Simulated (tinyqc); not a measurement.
Inside a calculation. Method: extended Hueckel theory, for H4. One step of it, computed by the program tinyqc.

Question. Wolfsberg-Helmholz matrix. H_ij = K' S_ij (H_ii + H_jj)/2 for i != j (the diagonal keeps H_ii), with K' = 1.75.

overlap S:
```
          1H 1s     2H 1s     3H 1s     4H 1s
1H 1s  1.000000  0.536873  0.332718  0.218120
2H 1s  0.536873  1.000000  0.218120  0.332718
3H 1s  0.332718  0.218120  1.000000  0.536873
4H 1s  0.218120  0.332718  0.536873  1.000000
```

diagonal H_ii (eV): 1H 1s -13.600000, 2H 1s -13.600000, 3H 1s -13.600000, 4H 1s -13.600000

K = 1.750000

Give: H.

Answer.

H (eV):
```
          1H 1s     2H 1s     3H 1s     4H 1s
1H 1s  -13.6000  -12.7776   -7.9187   -5.1912
2H 1s  -12.7776  -13.6000   -5.1912   -7.9187
3H 1s   -7.9187   -5.1912  -13.6000  -12.7776
4H 1s   -5.1912   -7.9187  -12.7776  -13.6000
```
